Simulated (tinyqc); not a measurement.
Heterojunction of two tight-binding chains: sweeps and comparisons. A value that a table varies takes the place of the one given here.

Left chain: hopping -t1, sites at 2 t1 (band bottom 0). Right chain: hopping -t2, sites at dE + 2 t2 (bottom dE). t = c/(m a^2), c = hbar^2/2m0. The bond across the interface is -tc with tc = f sqrt(t1 t2), and the last left site has the extra energy U. In a chain E = bottom + 2t (1 - cos(ka)); the surface Green function of a half chain is g = -exp(ika)/t, with Im k > 0 where cos(ka) > 1.

Constants: hbar^2/2m0 = 3.80998211 eV angstrom^2.

Values chosen for the exercise (masses and offset of the size met at InGaAs / InP; not measured data): a = 5 angstrom (site spacing); m1 = 0.038 m0 (mass on the left); m2 = 0.08 m0 (mass on the right); dE = 0.26 eV (band offset); f = 1 (factor on the interface hopping); U = 0 eV (extra energy on the last left site); E = 0.286 eV (electron energy).

## Transmission against energy, and which matching rule a chain obeys

Chain A is the junction as given; chain B has tc = sqrt(t1 t2) and U = 0; chain C has tc = t2 and U = t2 - t1, the finite-difference form of -d/dx (c/m) d/dx. Continuum formulas T = 4 x y/(x + y)^2 with parabolic k: x, y = k/m on each side (BenDaniel-Duke) or x, y = k (slope continuous).

T:

| E - dE (eV) | E (eV) | chain A | chain B | chain C | k/m matched | k matched |
|---|---|---|---|---|---|---|
| 0.002 | 0.262 | 0.3969 | 0.3969 | 0.2127 | 0.2143 | 0.3994 |
| 0.005 | 0.265 | 0.5513 | 0.5513 | 0.3139 | 0.3160 | 0.5543 |
| 0.010 | 0.270 | 0.6795 | 0.6795 | 0.4110 | 0.4136 | 0.6825 |
| 0.020 | 0.280 | 0.8027 | 0.8027 | 0.5224 | 0.5254 | 0.8054 |
| 0.050 | 0.310 | 0.9289 | 0.9289 | 0.6759 | 0.6792 | 0.9305 |
| 0.100 | 0.360 | 0.9816 | 0.9816 | 0.7786 | 0.7818 | 0.9822 |
| 0.200 | 0.460 | 0.9995 | 0.9995 | 0.8559 | 0.8593 | 0.9995 |
| 0.400 | 0.660 | 0.9959 | 0.9959 | 0.9048 | 0.9090 | 0.9963 |

How do the results move?

Chain C follows the k/m rule within 0.0042 and chain B the plain k rule within 0.0030, while the two rules differ by up to 0.2800: in B the self-energy of the right side is -t1 exp(i k2 a), so only k2 enters, and in C it is -t2 exp(i k2 a), which carries 1/m2. Chain A is chain B here.

## When the interface binds a state

A state below both bands solves E - 2 t1 - U - S1(E) - S2(E) = 0 for E < 0, with S1 = -t1 z1, S2 = -(tc^2/t2) z2 and |z| < 1 the decaying root of z + 1/z = 2 - (E - bottom)/t. Decay lengths -a/ln|z|. The threshold is the U that solves the equation at E = 0. A dash: no bound state.

Interface state:

| U (eV) | E (eV) | decay left (angstrom) | decay right (angstrom) |
|---|---|---|---|
| -0.37 | - | - | - |
| -0.74 | - | - | - |
| -1.11 | - | - | - |
| -1.36 | -0.0035 | 169.3 | 13.5 |
| -1.60 | -0.0239 | 64.7 | 13.0 |
| -1.97 | -0.0780 | 35.9 | 12.0 |
| -2.47 | -0.1815 | 23.5 | 10.5 |
| -3.70 | -0.5561 | 13.5 | 7.8 |

threshold U = -1.2330 eV

What does this show, and why?

The step pushes the state out, so an attraction must exceed 1.2330 eV to bind; 5 of the 8 rows are bound. At U = -3.7 eV the state decays over 13.5 angstrom to the left and 7.8 to the right, where the band lies higher.

## What each parameter does

T = 4 Im(S1) Im(S2) |G|^2 with G = 1/(E - 2 t1 - U - S1 - S2), S1 = -t1 exp(i k1 a), S2 = -(tc^2/t2) exp(i k2 a). Each row changes one parameter from the base and keeps the others.

Results:

| case | T | k1 a | k2 a |
|---|---|---|---|
| base | 0.8444 | 0.2678 | 0.1169 |
| m1 = 0.0456 m0 | 0.8126 | 0.2936 | 0.1169 |
| m2 = 0.096 m0 | 0.8739 | 0.2678 | 0.1281 |
| dE = 0.21 eV | 0.9786 | 0.2678 | 0.2001 |
| f = 0.9 | 0.6472 | 0.2678 | 0.1169 |
| U = 0.2 eV | 0.8467 | 0.2678 | 0.1169 |
| a = 4 angstrom | 0.8453 | 0.2140 | 0.0935 |

What does this show?

The largest shifts from the base row, up to three for each result and ties (the steps differ in size, so this ranks the rows, not the parameters). T: f -0.1973, dE +0.1342, m1 -0.0319. k1 a: a -0.0538, m1 +0.0257; unchanged at the printed digits by m2, dE, f and U. k2 a: dE +0.0832, a -0.0234, m2 +0.0112; unchanged at the printed digits by m1, f and U.

Computed by tinyqc, a small Python program: `OMP_NUM_THREADS=1 python tinyqc.py 1481015 1481016 out.jsonl` (the numbers bound the seed that draws the inputs); one thread of a shared host (Intel(R) Xeon(R) Processor @ 2.30GHz), about 0.01 s for the whole set of steps.
